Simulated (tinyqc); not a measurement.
Worked calculation (part 1 of 2): UHF in the 6-311g basis, for H2, spin multiplicity 3. Computed by tinyqc, a small Python program that keeps every step (integrals from PySCF). Settings: charge = 0, multiplicity = 3, basis = 6-311g, energy threshold = 1e-09, iteration cap = 68, orthogonalisation = symmetric, start = core, DIIS depth = 4, DIIS from iteration = 2, method = UHF. Command: `OMP_NUM_THREADS=1 python tinyqc.py 24024 24025 out.jsonl` (the two numbers bound the seeds that draw the settings). One thread of a shared host (Intel(R) Xeon(R) Processor @ 2.60GHz), about 0.07 s of CPU time with the checks. Later iterations appear only in the table of the cycle.

## One-electron integrals

Geometry (angstrom):

| atom | x | y | z |
|---|---|---|---|
| H | 0.000000 | 0.000000 | 0.000000 |
| H | 0.000000 | 0.000000 | 1.091000 |

Basis 6-311g: exponents (1/bohr^2) and contraction coefficients of normalised primitives:

| element | l (shell) | exponent | coefficient |
|---|---|---|---|
| H | s (1) | 33.865000 | 0.025494 |
| H | s (1) | 5.094790 | 0.190373 |
| H | s (1) | 1.158790 | 0.852161 |
| H | s (2) | 0.325840 | 1.000000 |
| H | s (3) | 0.102741 | 1.000000 |

Overlap, kinetic and nuclear-attraction integrals over the contracted functions; the nuclear repulsion is the sum of Za Zb / Rab.

nuclear repulsion = 0.48503869 hartree

overlap S, lower triangle:
```
          1H 1s     1H 2s     1H 3s     2H 1s     2H 2s     2H 3s
1H 1s  1.000000
1H 2s  0.706377  1.000000
1H 3s  0.373664  0.788963  1.000000
2H 1s  0.065969  0.235256  0.249670  1.000000
2H 2s  0.235256  0.500322  0.566061  0.706377  1.000000
2H 3s  0.249670  0.566061  0.803841  0.373664  0.788963  1.000000
```

kinetic energy T (hartree), lower triangle:
```
           1H 1s     1H 2s     1H 3s     2H 1s     2H 2s     2H 3s
1H 1s   2.304348
1H 2s   0.549119  0.488760
1H 3s   0.106346  0.184881  0.154112
2H 1s  -0.088707  0.048507  0.051945  2.304348
2H 2s   0.048507  0.131642  0.103287  0.549119  0.488760
2H 3s   0.051945  0.103287  0.105848  0.106346  0.184881  0.154112
```

nuclear attraction V (hartree), lower triangle:
```
           1H 1s      1H 2s      1H 3s      2H 1s      2H 2s      2H 3s
1H 1s  -2.596132
1H 2s  -1.403227  -1.386927
1H 3s  -0.696059  -0.943948  -0.906183
2H 1s  -0.128459  -0.462202  -0.470717  -2.596132
2H 2s  -0.462202  -0.738462  -0.712154  -1.403227  -1.386927
2H 3s  -0.470717  -0.712154  -0.766195  -0.696059  -0.943948  -0.906183
```

core Hamiltonian H = T + V (hartree), lower triangle:
```
           1H 1s      1H 2s      1H 3s      2H 1s      2H 2s      2H 3s
1H 1s  -0.291784
1H 2s  -0.854108  -0.898167
1H 3s  -0.589713  -0.759067  -0.752072
2H 1s  -0.217167  -0.413695  -0.418773  -0.291784
2H 2s  -0.413695  -0.606819  -0.608867  -0.854108  -0.898167
2H 3s  -0.418773  -0.608867  -0.660347  -0.589713  -0.759067  -0.752072
```

## Two-electron integrals

Functions are numbered as in S; the eight-fold symmetry (ij|kl) = (ji|kl) = (kl|ij) leaves the list below.

Two-electron integrals (ij|kl) in chemists' order, unique and non-zero (hartree):
```
(11|11) 1.393035   (21|11) 0.822971   (21|21) 0.509703   (22|11) 0.822904
(22|21) 0.543028   (22|22) 0.644106   (31|11) 0.411256   (31|21) 0.257757
(31|22) 0.279868   (31|31) 0.130794   (32|11) 0.543681   (32|21) 0.365771
(32|22) 0.452669   (32|31) 0.189803   (32|32) 0.325140   (33|11) 0.494021
(33|21) 0.340115   (33|22) 0.445993   (33|31) 0.178035   (33|32) 0.331779
(33|33) 0.361682   (41|11) 0.058279   (41|21) 0.038399   (41|22) 0.044969
(41|31) 0.019761   (41|32) 0.031297   (41|33) 0.030307   (41|41) 0.005271
(42|11) 0.140901   (42|21) 0.097482   (42|22) 0.127007   (42|31) 0.051052
(42|32) 0.093063   (42|33) 0.097191   (42|41) 0.015178   (42|42) 0.055607
(43|11) 0.129642   (43|21) 0.090506   (43|22) 0.121285   (43|31) 0.047586
(43|32) 0.090505   (43|33) 0.097590   (43|41) 0.014102   (43|42) 0.055907
(43|43) 0.058270   (44|11) 0.484579   (44|21) 0.341253   (44|22) 0.468557
(44|31) 0.180098   (44|32) 0.353878   (44|33) 0.387144   (44|41) 0.058279
(44|42) 0.256168   (44|43) 0.272463   (44|44) 1.393035   (51|11) 0.256168
(51|21) 0.160965   (51|22) 0.175428   (51|31) 0.081736   (51|32) 0.119120
(51|33) 0.111902   (51|41) 0.015178   (51|42) 0.039658   (51|43) 0.036651
(51|44) 0.140901   (51|51) 0.055607   (52|11) 0.345539   (52|21) 0.232801
(52|22) 0.288631   (52|31) 0.120852   (52|32) 0.207343   (52|33) 0.211384
(52|41) 0.026550   (52|42) 0.085225   (52|43) 0.083920   (52|44) 0.345539
(52|51) 0.085225   (52|52) 0.161234   (53|11) 0.297553   (53|21) 0.204704
(53|22) 0.267354   (53|31) 0.107108   (53|32) 0.198071   (53|33) 0.213527
(53|41) 0.024490   (53|42) 0.087119   (53|43) 0.089831   (53|44) 0.378528
(53|51) 0.075902   (53|52) 0.158550   (53|53) 0.167372   (54|11) 0.341253
(54|21) 0.239557   (54|22) 0.326322   (54|31) 0.126254   (54|32) 0.245926
(54|33) 0.269467   (54|41) 0.038399   (54|42) 0.160965   (54|43) 0.171058
(54|44) 0.822971   (54|51) 0.097482   (54|52) 0.232801   (54|53) 0.255363
(54|54) 0.509703   (55|11) 0.468557   (55|21) 0.326322   (55|22) 0.438453
(55|31) 0.171514   (55|32) 0.329793   (55|33) 0.364192   (55|41) 0.044969
(55|42) 0.175428   (55|43) 0.186249   (55|44) 0.822904   (55|51) 0.127007
(55|52) 0.288631   (55|53) 0.318069   (55|54) 0.543028   (55|55) 0.644106
(61|11) 0.272463   (61|21) 0.171058   (61|22) 0.186249   (61|31) 0.086844
(61|32) 0.126442   (61|33) 0.118762   (61|41) 0.014102   (61|42) 0.036651
(61|43) 0.034082   (61|44) 0.129642   (61|51) 0.055907   (61|52) 0.083920
(61|53) 0.074582   (61|54) 0.090506   (61|55) 0.121285   (61|61) 0.058270
(62|11) 0.378528   (62|21) 0.255363   (62|22) 0.318069   (62|31) 0.132644
(62|32) 0.229272   (62|33) 0.235378   (62|41) 0.024490   (62|42) 0.075902
(62|43) 0.074582   (62|44) 0.297553   (62|51) 0.087119   (62|52) 0.158550
(62|53) 0.154564   (62|54) 0.204704   (62|55) 0.267354   (62|61) 0.089831
(62|62) 0.167372   (63|11) 0.371712   (63|21) 0.256735   (63|22) 0.339619
(63|31) 0.134560   (63|32) 0.254138   (63|33) 0.280492   (63|41) 0.025993
(63|42) 0.088953   (63|43) 0.091435   (63|44) 0.371712   (63|51) 0.088953
(63|52) 0.179369   (63|53) 0.188828   (63|54) 0.256735   (63|55) 0.339619
(63|61) 0.091435   (63|62) 0.188828   (63|63) 0.233705   (64|11) 0.180098
(64|21) 0.126254   (64|22) 0.171514   (64|31) 0.066506   (64|32) 0.129181
(64|33) 0.141667   (64|41) 0.019761   (64|42) 0.081736   (64|43) 0.086844
(64|44) 0.411256   (64|51) 0.051052   (64|52) 0.120852   (64|53) 0.132644
(64|54) 0.257757   (64|55) 0.279868   (64|61) 0.047586   (64|62) 0.107108
(64|63) 0.134560   (64|64) 0.130794   (65|11) 0.353878   (65|21) 0.245926
(65|22) 0.329793   (65|31) 0.129181   (65|32) 0.248446   (65|33) 0.276597
(65|41) 0.031297   (65|42) 0.119120   (65|43) 0.126442   (65|44) 0.543681
(65|51) 0.093063   (65|52) 0.207343   (65|53) 0.229272   (65|54) 0.365771
(65|55) 0.452669   (65|61) 0.090505   (65|62) 0.198071   (65|63) 0.254138
(65|64) 0.189803   (65|65) 0.325140   (66|11) 0.387144   (66|21) 0.269467
(66|22) 0.364192   (66|31) 0.141667   (66|32) 0.276597   (66|33) 0.315270
(66|41) 0.030307   (66|42) 0.111902   (66|43) 0.118762   (66|44) 0.494021
(66|51) 0.097191   (66|52) 0.211384   (66|53) 0.235378   (66|54) 0.340115
(66|55) 0.445993   (66|61) 0.097590   (66|62) 0.213527   (66|63) 0.280492
(66|64) 0.178035   (66|65) 0.331779   (66|66) 0.361682
```

## Orthogonalisation

S = U s U^T; symmetric (Loewdin) form X = U s^(-1/2) U^T, so that X^T S X = 1.

eigenvalues of S: 0.052878  0.131183  0.294351  0.729842  1.282639  3.509108

X, lower triangle:
```
           1H 1s      1H 2s      1H 3s      2H 1s      2H 2s     2H 3s
1H 1s   1.375548
1H 2s  -0.751611   2.165048
1H 3s   0.209892  -1.035392   2.229520
2H 1s   0.044265   0.010985  -0.049058   1.375548
2H 2s   0.010985  -0.326577   0.236491  -0.751611   2.165048
2H 3s  -0.049058   0.236491  -1.022466   0.209892  -1.035392  2.229520
```

## Starting guess

The start is the orbitals of the core Hamiltonian; D(s) = C_occ C_occ^T for each spin.

D(alpha) at the start, lower triangle:
```
           1H 1s      1H 2s      1H 3s     2H 1s     2H 2s     2H 3s
1H 1s   0.077120
1H 2s   0.194106   0.498952
1H 3s   0.102700   0.286190   0.210543
2H 1s  -0.005415  -0.041880  -0.082455  0.077120
2H 2s  -0.041880  -0.175784  -0.243210  0.194106  0.498952
2H 3s  -0.082455  -0.243210  -0.204827  0.102700  0.286190  0.210543
```

D(beta) at the start, lower triangle:
```
          1H 1s     1H 2s     1H 3s     2H 1s     2H 2s     2H 3s
1H 1s  0.000000
1H 2s  0.000000  0.000000
1H 3s  0.000000  0.000000  0.000000
2H 1s  0.000000  0.000000  0.000000  0.000000
2H 2s  0.000000  0.000000  0.000000  0.000000  0.000000
2H 3s  0.000000  0.000000  0.000000  0.000000  0.000000  0.000000
```

## Iteration 1: building the Fock matrix

J_ij = sum D_kl (ij|kl) with D = D(alpha) + D(beta), K_ij = sum D_kl (ik|jl) for each spin; F = H + J - K(s); E = tr D H + tr D J / 2 - 0.5 sum_s tr D(s) K(s) + E_nn.

Coulomb J (hartree), lower triangle:
```
          1H 1s     1H 2s     1H 3s     2H 1s     2H 2s     2H 3s
1H 1s  1.359062
1H 2s  0.895761  1.086497
1H 3s  0.462581  0.780256  0.804165
2H 1s  0.089327  0.305495  0.313267  1.359062
2H 2s  0.305495  0.571438  0.580478  0.895761  1.086497
2H 3s  0.313267  0.580478  0.672052  0.462581  0.780256  0.804165
```

exchange K(alpha) (hartree), lower triangle:
```
          1H 1s     1H 2s     1H 3s     2H 1s     2H 2s     2H 3s
1H 1s  0.733364
1H 2s  0.659960  0.693963
1H 3s  0.424845  0.492153  0.380193
2H 1s  0.094165  0.240072  0.272563  0.733364
2H 2s  0.240072  0.376550  0.367076  0.659960  0.693963
2H 3s  0.272563  0.367076  0.327367  0.424845  0.492153  0.380193
```

exchange K(beta) (hartree), lower triangle:
```
          1H 1s     1H 2s     1H 3s     2H 1s     2H 2s     2H 3s
1H 1s  0.000000
1H 2s  0.000000  0.000000
1H 3s  0.000000  0.000000  0.000000
2H 1s  0.000000  0.000000  0.000000  0.000000
2H 2s  0.000000  0.000000  0.000000  0.000000  0.000000
2H 3s  0.000000  0.000000  0.000000  0.000000  0.000000  0.000000
```

F(alpha) (hartree), lower triangle:
```
           1H 1s      1H 2s      1H 3s      2H 1s      2H 2s      2H 3s
1H 1s   0.333914
1H 2s  -0.618308  -0.505633
1H 3s  -0.551978  -0.470963  -0.328100
2H 1s  -0.222005  -0.348273  -0.378069   0.333914
2H 2s  -0.348273  -0.411932  -0.395465  -0.618308  -0.505633
2H 3s  -0.378069  -0.395465  -0.315662  -0.551978  -0.470963  -0.328100
```

F(beta) (hartree), lower triangle:
```
           1H 1s      1H 2s      1H 3s      2H 1s     2H 2s     2H 3s
1H 1s   1.067278
1H 2s   0.041652   0.188330
1H 3s  -0.127132   0.021189   0.052093
2H 1s  -0.127839  -0.108201  -0.105506   1.067278
2H 2s  -0.108201  -0.035382  -0.028389   0.041652  0.188330
2H 3s  -0.105506  -0.028389   0.011705  -0.127132  0.021189  0.052093
```

total energy of this density = -0.88459191 hartree

## Iteration 1: diagonalisation and new density

Diagonalise F' = X^T F X, C = X C', fill 2 alpha and 0 beta electrons from the bottom; D(s) = C_occ C_occ^T. Each column has its largest component positive (the first on a tie).

F' = X^T F X (alpha) (hartree), lower triangle:
```
           1          2          3          4          5         6
1   1.454125
2  -1.335045   0.757375
3  -0.057253  -0.435100   0.150653
4   0.065979  -0.106907  -0.105632   1.454125
5  -0.106907  -0.131433   0.007750  -1.335045   0.757375
6  -0.105632   0.007750  -0.113030  -0.057253  -0.435100  0.150653
```

orbital energies (alpha) (hartree): MO1 -0.701130, MO2 -0.300105, MO3 0.296081, MO4 0.401783, MO5 2.438960, MO6 2.588717

coefficients C (alpha):
```
            MO1        MO2        MO3        MO4        MO5        MO6
1H 1s  0.186212   0.181830  -0.043487  -0.080901  -1.082060  -1.121858
1H 2s  0.363036   0.512223  -0.807786  -1.079564   1.666099   1.224361
1H 3s  0.098954   0.630258   0.910510   2.151082  -1.051522  -0.470876
2H 1s  0.186212  -0.181830  -0.043487   0.080901   1.082060  -1.121858
2H 2s  0.363036  -0.512223  -0.807786   1.079564  -1.666099   1.224361
2H 3s  0.098954  -0.630258   0.910510  -2.151082   1.051522  -0.470876
```

F' = X^T F X (beta) (hartree), lower triangle:
```
           1          2          3          4          5         6
1   1.963464
2  -1.037924   1.111805
3   0.074389  -0.283563   0.239711
4   0.051294  -0.091410  -0.070920   1.963464
5  -0.091410  -0.111740   0.043734  -1.037924   1.111805
6  -0.070920   0.043734  -0.084179   0.074389  -0.283563  0.239711
```

orbital energies (beta) (hartree): MO1 0.000868, MO2 0.191866, MO3 0.417139, MO4 0.651337, MO5 2.616403, MO6 2.752347

coefficients C (beta):
```
            MO1        MO2        MO3        MO4        MO5        MO6
1H 1s  0.110322   0.082855   0.055586  -0.083293  -1.093919  -1.131314
1H 2s  0.072380  -0.128328   0.945111  -1.308797   1.572990   1.176818
1H 3s  0.423118   1.685343  -0.825373   1.529645  -0.974619  -0.447522
2H 1s  0.110322  -0.082855   0.055586   0.083293   1.093919  -1.131314
2H 2s  0.072380   0.128328   0.945111   1.308797  -1.572990   1.176818
2H 3s  0.423118  -1.685343  -0.825373  -1.529645   0.974619  -0.447522
```

D(alpha) after iteration 1, lower triangle:
```
           1H 1s      1H 2s      1H 3s     2H 1s     2H 2s     2H 3s
1H 1s   0.067737
1H 2s   0.160739   0.394168
1H 3s   0.133026   0.358757   0.407017
2H 1s   0.001613  -0.025536  -0.096173  0.067737
2H 2s  -0.025536  -0.130577  -0.286908  0.160739  0.394168
2H 3s  -0.096173  -0.286908  -0.387433  0.133026  0.358757  0.407017
```

D(beta) after iteration 1, lower triangle:
```
          1H 1s     1H 2s     1H 3s     2H 1s     2H 2s     2H 3s
1H 1s  0.000000
1H 2s  0.000000  0.000000
1H 3s  0.000000  0.000000  0.000000
2H 1s  0.000000  0.000000  0.000000  0.000000
2H 2s  0.000000  0.000000  0.000000  0.000000  0.000000
2H 3s  0.000000  0.000000  0.000000  0.000000  0.000000  0.000000
```

## Iteration 2: building the Fock matrix

As before.

Coulomb J (hartree), lower triangle:
```
          1H 1s     1H 2s     1H 3s     2H 1s     2H 2s     2H 3s
1H 1s  1.306852
1H 2s  0.864466  1.056028
1H 3s  0.446944  0.761155  0.789777
2H 1s  0.085995  0.294521  0.302477  1.306852
2H 2s  0.294521  0.553998  0.565250  0.864466  1.056028
2H 3s  0.302477  0.565250  0.658970  0.446944  0.761155  0.789777
```

exchange K(alpha) (hartree), lower triangle:
```
          1H 1s     1H 2s     1H 3s     2H 1s     2H 2s     2H 3s
1H 1s  0.676717
1H 2s  0.624511  0.674625
1H 3s  0.413775  0.492642  0.392386
2H 1s  0.098765  0.235056  0.266386  0.676717
2H 2s  0.235056  0.369281  0.365870  0.624511  0.674625
2H 3s  0.266386  0.365870  0.335296  0.413775  0.492642  0.392386
```

exchange K(beta) (hartree), lower triangle:
```
          1H 1s     1H 2s     1H 3s     2H 1s     2H 2s     2H 3s
1H 1s  0.000000
1H 2s  0.000000  0.000000
1H 3s  0.000000  0.000000  0.000000
2H 1s  0.000000  0.000000  0.000000  0.000000
2H 2s  0.000000  0.000000  0.000000  0.000000  0.000000
2H 3s  0.000000  0.000000  0.000000  0.000000  0.000000  0.000000
```

F(alpha) (hartree), lower triangle:
```
           1H 1s      1H 2s      1H 3s      2H 1s      2H 2s      2H 3s
1H 1s   0.338351
1H 2s  -0.614153  -0.516763
1H 3s  -0.556544  -0.490553  -0.354680
2H 1s  -0.229937  -0.354230  -0.382683   0.338351
2H 2s  -0.354230  -0.422103  -0.409487  -0.614153  -0.516763
2H 3s  -0.382683  -0.409487  -0.336673  -0.556544  -0.490553  -0.354680
```

F(beta) (hartree), lower triangle:
```
           1H 1s      1H 2s      1H 3s      2H 1s     2H 2s     2H 3s
1H 1s   1.015068
1H 2s   0.010358   0.157861
1H 3s  -0.142769   0.002088   0.037705
2H 1s  -0.131172  -0.119174  -0.116296   1.015068
2H 2s  -0.119174  -0.052822  -0.043617   0.010358  0.157861
2H 3s  -0.116296  -0.043617  -0.001377  -0.142769  0.002088  0.037705
```

total energy of this density = -0.89595416 hartree

## Iteration 2: diagonalisation and new density

As before.

F' = X^T F X (alpha) (hartree), lower triangle:
```
           1          2          3          4          5         6
1   1.449292
2  -1.316934   0.746208
3  -0.060561  -0.447571   0.129928
4   0.058458  -0.110239  -0.104308   1.449292
5  -0.110239  -0.131774   0.009560  -1.316934   0.746208
6  -0.104308   0.009560  -0.113606  -0.060561  -0.447571  0.129928
```

orbital energies (alpha) (hartree): MO1 -0.714155, MO2 -0.308454, MO3 0.289678, MO4 0.404182, MO5 2.416622, MO6 2.562985

coefficients C (alpha):
```
            MO1        MO2        MO3        MO4        MO5        MO6
1H 1s  0.183664   0.175039  -0.047569  -0.087331  -1.082679  -1.122112
1H 2s  0.352702   0.481862  -0.811871  -1.095544   1.664724   1.224680
1H 3s  0.112052   0.698146   0.908371   2.128374  -1.054841  -0.472071
2H 1s  0.183664  -0.175039  -0.047569   0.087331   1.082679  -1.122112
2H 2s  0.352702  -0.481862  -0.811871   1.095544  -1.664724   1.224680
2H 3s  0.112052  -0.698146   0.908371  -2.128374   1.054841  -0.472071
```

F' = X^T F X (beta) (hartree), lower triangle:
```
           1          2          3          4          5         6
1   1.909066
2  -1.040519   1.089650
3   0.070962  -0.286371   0.236648
4   0.051739  -0.092502  -0.071751   1.909066
5  -0.092502  -0.114839   0.041435  -1.040519   1.089650
6  -0.071751   0.041435  -0.086343   0.070962  -0.286371  0.236648
```

orbital energies (beta) (hartree): MO1 -0.022027, MO2 0.184505, MO3 0.397490, MO4 0.624729, MO5 2.575573, MO6 2.710458

coefficients C (beta):
```
            MO1        MO2        MO3        MO4        MO5        MO6
1H 1s  0.116010   0.087459   0.057090  -0.090571  -1.092981  -1.130670
1H 2s  0.107044  -0.094981   0.935100  -1.297974   1.584285   1.182160
1H 3s  0.390636   1.643943  -0.839486   1.567580  -0.984997  -0.450791
2H 1s  0.116010  -0.087459   0.057090   0.090571   1.092981  -1.130670
2H 2s  0.107044   0.094981   0.935100   1.297974  -1.584285   1.182160
2H 3s  0.390636  -1.643943  -0.839486  -1.567580   0.984997  -0.450791
```

D(alpha) after iteration 2, lower triangle:
```
           1H 1s      1H 2s      1H 3s     2H 1s     2H 2s     2H 3s
1H 1s   0.064371
1H 2s   0.149124   0.356590
1H 3s   0.142783   0.375931   0.499964
2H 1s   0.003094  -0.019566  -0.101623  0.064371
2H 2s  -0.019566  -0.107793  -0.296890  0.149124  0.356590
2H 3s  -0.101623  -0.296890  -0.474853  0.142783  0.375931  0.499964
```

D(beta) after iteration 2, lower triangle:
```
          1H 1s     1H 2s     1H 3s     2H 1s     2H 2s     2H 3s
1H 1s  0.000000
1H 2s  0.000000  0.000000
1H 3s  0.000000  0.000000  0.000000
2H 1s  0.000000  0.000000  0.000000  0.000000
2H 2s  0.000000  0.000000  0.000000  0.000000  0.000000
2H 3s  0.000000  0.000000  0.000000  0.000000  0.000000  0.000000
```

## Iteration 3: building the Fock matrix

As before.

Coulomb J (hartree), lower triangle:
```
          1H 1s     1H 2s     1H 3s     2H 1s     2H 2s     2H 3s
1H 1s  1.287020
1H 2s  0.852524  1.044276
1H 3s  0.440967  0.753741  0.784121
2H 1s  0.084752  0.290381  0.298371  1.287020
2H 2s  0.290381  0.547360  0.559380  0.852524  1.044276
2H 3s  0.298371  0.559380  0.653850  0.440967  0.753741  0.784121
```

exchange K(alpha) (hartree), lower triangle:
```
          1H 1s     1H 2s     1H 3s     2H 1s     2H 2s     2H 3s
1H 1s  0.655554
1H 2s  0.610813  0.666621
1H 3s  0.408878  0.491811  0.395846
2H 1s  0.100686  0.233529  0.263842  0.655554
2H 2s  0.233529  0.366848  0.364909  0.610813  0.666621
2H 3s  0.263842  0.364909  0.337303  0.408878  0.491811  0.395846
```

exchange K(beta) (hartree), lower triangle:
```
          1H 1s     1H 2s     1H 3s     2H 1s     2H 2s     2H 3s
1H 1s  0.000000
1H 2s  0.000000  0.000000
1H 3s  0.000000  0.000000  0.000000
2H 1s  0.000000  0.000000  0.000000  0.000000
2H 2s  0.000000  0.000000  0.000000  0.000000  0.000000
2H 3s  0.000000  0.000000  0.000000  0.000000  0.000000  0.000000
```

F(alpha) (hartree), lower triangle:
```
           1H 1s      1H 2s      1H 3s      2H 1s      2H 2s      2H 3s
1H 1s   0.339682
1H 2s  -0.612397  -0.520513
1H 3s  -0.557624  -0.497137  -0.363797
2H 1s  -0.233100  -0.356843  -0.384244   0.339682
2H 2s  -0.356843  -0.426308  -0.414396  -0.612397  -0.520513
2H 3s  -0.384244  -0.414396  -0.343800  -0.557624  -0.497137  -0.363797
```

F(beta) (hartree), lower triangle:
```
           1H 1s      1H 2s      1H 3s      2H 1s      2H 2s     2H 3s
1H 1s   0.995236
1H 2s  -0.001584   0.146109
1H 3s  -0.148746  -0.005326   0.032049
2H 1s  -0.132415  -0.123315  -0.120401   0.995236
2H 2s  -0.123315  -0.059459  -0.049487  -0.001584   0.146109
2H 3s  -0.120401  -0.049487  -0.006497  -0.148746  -0.005326  0.032049
```

total energy of this density = -0.89742668 hartree
